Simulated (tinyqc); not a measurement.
# Short-channel transistor, virtual-source model with series resistance: effects of single changes

The current per gate width is the charge at the top of the source barrier (the virtual source) times its velocity times a saturation function; al and be are fitting constants of the model. Units: I in uA/um, Rs in ohm um, so I Rs = 1e-6 I Rs in volts; Q in uC/cm^2, so I = 1e-4 Q vx0 Fsat with vx0 in cm/s.

Inputs (values chosen for the exercise): temperature T = 400 K; inversion capacitance Cinv = 3.31 uF/cm^2; velocity at the virtual source vx0 = 1.1e7 cm/s; apparent mobility mu = 550 cm^2/(V s); channel length L = 25 nm; threshold at zero drain voltage VT0 = 0.315 V; drain-induced barrier lowering dl = 0.13 V/V; subthreshold factor n0 = 1.23; growth of n with drain voltage nd = 0.1 1/V; threshold shift (in units of Vt) from weak to strong inversion al = 3.5; sharpness of saturation be = 1.8; series resistance of each contact Rs = 250 ohm um.

Constants: q = 1.602176634e-19 C, kB = 1.380649e-23 J/K, Vt = kB T/q. Results are converted to the units shown.

Each table varies one quantity; the others keep the values above.

## Supply voltage at a fixed off current

Intrinsic voltages Vg' = Vgs - I Rs, Vd' = Vds - 2 I Rs. n = n0 + nd Vd', VT = VT0 - dl Vd', Ff = 1/(1 + exp((Vg' - VT + al Vt/2)/(al Vt))), Q = Cinv n Vt ln(1 + exp((Vg' - VT + al Vt Ff)/(n Vt))), Vdsat = (vx0 L/mu)(1 - Ff) + Vt Ff, Fsat = u/(1 + u^be)^(1/be) with u = Vd'/Vdsat, and I = Q vx0 Fsat per width. I is solved self-consistently. For each supply Vdd, VT0 is set so that I(Vgs = 0, Vds = Vdd) = 1 nA/um; Ion = I(Vdd, Vdd); C = Cinv L + 0.5 fF/um of parasitic capacitance; delay C Vdd/Ion, energy C Vdd^2.

Supply voltage at a fixed off current:
```
Vdd (V),VT0 (V),Ion (uA/um),delay (ps),energy (fJ/um)
0.4,0.6958,5.496,96.62,0.2124
0.5,0.7134,27.43,24.20,0.3319
0.6,0.7310,86.49,9.209,0.4779
0.7,0.7485,184.2,5.046,0.6505
0.8,0.7661,307.2,3.457,0.8496
0.9,0.7836,444.7,2.687,1.075
1,0.8011,590.6,2.248,1.327
1.1,0.8186,741.7,1.969,1.606
```

The VT0 needed rises from 0.696 to 0.819 V and Ion rises from 5.50 to 742 uA/um. The delay falls from 96.6 to 1.97 ps, while the energy grows as Vdd^2. Going from 0.4 to 0.5 V changes the delay by -75 %, going from 1 to 1.1 V by -12 %.

## Effect of the channel length on the on and off currents

Same model as above.

Ion is I at Vgs = Vds = 0.5 V, Ioff at Vgs = 0, Vds = 0.5 V, and Rlin = Vds/I at Vgs = 0.5 V, Vds = 0.05 V. mu, vx0, VT0, dl and n0 are held fixed.

Effect of the channel length on the on and off currents:
```
L (nm),Ion (uA/um),Ioff (nA/um),log10(Ion/Ioff),Rlin (ohm um)
10,468.4,5080,1.965,534.3
15,467.3,5078,1.964,547.5
24,464.7,5075,1.962,571.2
36,460.1,5070,1.958,602.4
55,451.3,5061,1.950,651.3
85,434.9,5044,1.936,727.3
130,408.5,5015,1.911,839.5
200,369.7,4962,1.872,1012
```

Read the table: what changes, and by how much?

As L goes from 10 to 200 nm, Ion falls from 468 to 370 uA/um, Ioff falls from 5080 to 4960 nA/um and Rlin rises from 534 to 1010 ohm um. Ion changes by a factor of 0.789 and Ioff by 0.977. In every row the off current passes 1 uA/um, so the device is hardly off at Vgs = 0. At L = 200 nm the channel is long for this model, whose fixed vx0 belongs to short devices.

## Output curve

Same model as above.

gds = dI/dVds, gm = dI/dVgs.

In this table Vgs = 0.5 V.

Results:
```
Vds (V),I (uA/um),Fsat,gds (uS/um),gain gm/gds
0.06,104.22,0.16140,1701.9,0.037347
0.11,187.15,0.32016,1606.2,0.092300
0.17,277.72,0.53241,1387.7,0.24229
0.28,390.36,0.84932,634.42,1.6131
0.34,419.82,0.92171,382.78,3.3405
0.39,436.43,0.95038,293.60,4.6965
0.45,452.45,0.96828,247.15,5.8191
0.5,464.31,0.97671,229.13,6.3961
```

Estimate the missing row, Vds = 0.23 V.

Computed row:
```
Vds (V),I (uA/um),Fsat,gds (uS/um),gain gm/gds
0.23,350.00,0.73298,993.78,0.69001
```

With this row back in the table: The current rises from 104 to 464 uA/um as Fsat rises from 0.161 to 0.977; gds falls from 1700 to 229 uS/um. The gain ends at 6.40, against 1/dl = 7.69 for a current that depends on Vds through barrier lowering alone.

Program tinyqc, `OMP_NUM_THREADS=1 python tinyqc.py 2380040 2380041 out.jsonl`; Intel Xeon 2.30GHz, shared host, one thread, about 0.01 s.
